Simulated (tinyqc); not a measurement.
Comparisons within one model: inter-valley coupling by envelope functions against a chain of atomic planes. A value that a table varies takes the place of the one given here.

Chain: E(phi) = e0 + 2 v cos(phi) + 2 u cos(2 phi), cos(phi0) = -v/(4u), e0 = 2u + v^2/(4u); plane j = 0, 1, ... has the potential V_j = dE x_j + F (j - 30) a/4 (1 MV/m = 1e-4 V/angstrom). There are 30 barrier planes a side; with y = j - 29.5, x_j = xb (f(y) + f(Nw - y)), f(y) = 1/(1 + exp(y/L)), plus any Ge added in the well. The valley splitting is the spacing of the two lowest levels. Envelope theory: F_j solves a one-valley chain with hopping -b and diagonal 2b + V_j, b = 4u sin^2(phi0), sum F_j^2 = 1; the valleys couple by Dv = sum_j F_j^2 V_j exp(-2 i phi0 j) and split by 2|Dv|.

Parameters, chosen for this exercise (near those of the Delta valleys of silicon in a SiGe well; not measured data): a = 5.431 angstrom (lattice constant; planes lie a/4 apart); u = 0.582 eV (second-neighbour hopping); v = 0.487 eV (nearest hopping); Nw = 41 (planes in the well); L = 1.25 planes (interface width); xb = 0.32 (Ge fraction of the barriers); dE = 0.52 eV (offset per unit Ge fraction); F = 5 MV/m (field); xs = 0.18 (Ge fraction added on that plane); xw = 0.01 (mean Ge fraction of the wiggle); x0 = 1683 (start of the number sequence); na = 12000 (atoms a plane under the dot); js = 50 (plane j of a Ge spike (the well starts at j = 30)).

## Position of the spike

The spike is moved through the well; position counted from the first well plane, j - 30.

Against position:

| j - 30 | F_j^2, smooth | mean of the doublet (meV) | splitting, chain (micro-eV) | envelope | first order |
|---|---|---|---|---|---|
| 2 | 0.01008 | 23.41 | 1398 | 1358 | 1887 |
| 5 | 0.02098 | 24.10 | 2791 | 2703 | 3928 |
| 8 | 0.03227 | 24.89 | 4354 | 4241 | 6041 |
| 12 | 0.04279 | 25.82 | 6229 | 6142 | 8011 |
| 16 | 0.04521 | 26.21 | 7003 | 6937 | 8464 |
| 20 | 0.04014 | 25.75 | 6074 | 6013 | 7514 |
| 27 | 0.02255 | 24.21 | 3009 | 2933 | 4222 |
| 33 | 0.00886 | 23.29 | 1155 | 1117 | 1659 |
| 39 | 0.00151 | 22.82 | 220 | 215 | 283 |

What can be read from the table?

The splitting is largest at plane 16 among these rows (7003 micro-eV), and the smooth envelope peaks at plane 15, counting all planes; without a spike it is 0.28. Where the splitting exceeds 20 micro-eV the envelope theory lies within 3.2 % of the chain and first order within 44 %.

## A periodic Ge profile (wiggle well)

periods (planes): pi/phi0 1.76341, pi/(pi - phi0) 2.30991

Added fraction xw (1 - cos(2 pi (j - 30)/p)) on the well planes; p = f times the resonant period pi/(pi - phi0). At resonance the estimate is dE xw.

Against period:

| f | p (planes) | mean of the doublet (meV) | splitting, chain (micro-eV) | envelope |
|---|---|---|---|---|
| 0.90 | 2.0789 | 27.80 | 285 | 300 |
| 0.95 | 2.1944 | 27.73 | 2487 | 2554 |
| 0.98 | 2.2637 | 27.80 | 4602 | 4633 |
| 0.99 | 2.2868 | 27.83 | 4990 | 4993 |
| 1.00 | 2.3099 | 27.84 | 5128 | 5105 |
| 1.01 | 2.3330 | 27.83 | 5008 | 4968 |
| 1.02 | 2.3561 | 27.81 | 4673 | 4622 |
| 1.05 | 2.4254 | 27.73 | 2919 | 2859 |
| 1.10 | 2.5409 | 27.77 | 566 | 534 |
| 1.50 | 3.4649 | 27.84 | 14 | 14 |
| 3.00 | 6.9297 | 27.85 | 2 | 2 |

How do the results move?

The splitting peaks at f = 1 with 5.13 meV, against the estimate dE xw = 5.20 meV, and is 0.90 and 0.91 of the value at f = 1 two per cent off to either side: the width of the resonance is set by the number of periods under the envelope. At f = 3 it is 2 micro-eV. The chain has one orbital a plane and knows only this resonance; longer periods that work through other bands are outside it.

## Random alloy fluctuations

A uniform fraction x is added on all planes. Each plane j then fluctuates by q sqrt(x_j (1 - x_j)/na) in Ge fraction, q = sqrt12 (z/2147483647 - 1/2) with z(new) = 16807 z mod 2147483647 from x0, restarted for each row; 24 samples. Theory: Dv is a complex Gaussian with sigma^2 = dE^2 sum F_j^4 x_j (1 - x_j)/na, and the mean splitting is sqrt(pi) sigma if the smooth part is negligible.

Splitting (micro-eV):

| x | sigma | sqrt(pi) sigma | mean of 24 | least | largest |
|---|---|---|---|---|---|
| 0.00 | 23.2 | 41.2 | 48.3 | 11.9 | 79.1 |
| 0.01 | 89.1 | 158.0 | 171.3 | 29.1 | 371.0 |
| 0.02 | 123.3 | 218.6 | 237.2 | 39.1 | 511.9 |
| 0.05 | 189.9 | 336.7 | 365.8 | 58.7 | 784.8 |
| 0.10 | 260.5 | 461.7 | 502.0 | 79.7 | 1073.2 |

What can be read from the table?

Without added Ge the disorder sits in the barriers, where the state is small: mean 48.3 micro-eV, against 0.28 for the smooth well. With 5 % Ge in the well the mean is 366, theory 337, with a statistical error of about 11 % for 24 samples; the miss is +9 %, and since every row reuses one sequence the rows with added Ge miss alike. The spread grows with the mean: at 5 % the samples run from 59 to 785, so small splittings remain possible. sigma falls as 1/sqrt(na) for larger dots. A chain with one orbital a plane has no Bloch-function factor, which scales all these couplings down in fuller models.

## What each parameter does

Chain with the spike on plane js. Each row changes one parameter from the base and keeps the others.

Results:

| case | level (meV) | splitting (micro-eV) |
|---|---|---|
| base | 25.746 | 6074.2 |
| Nw = 47 | 24.876 | 5903.3 |
| L = 1.75 planes | 26.802 | 6362.7 |
| xb = 0.37 | 26.193 | 6234.0 |
| dE = 0.572 eV | 26.283 | 6664.4 |
| F = 7 MV/m | 29.923 | 5634.4 |
| js = 53 | 25.084 | 4750.3 |
| xs = 0.234 | 26.427 | 7437.7 |

What does this show?

The largest shifts from the base row, up to three for each result and ties (the steps differ in size, so this ranks the rows, not the parameters). level (meV): F +4.177, L +1.057, Nw -0.870. splitting (micro-eV): xs +1363.5, js -1323.9, dE +590.2.

Computed by tinyqc, a small Python program: `OMP_NUM_THREADS=1 python tinyqc.py 1480666 1480667 out.jsonl` (the numbers bound the seed that draws the inputs); one thread of a shared host (Intel(R) Xeon(R) Processor @ 2.30GHz), about 0.04 s for the whole set of steps.
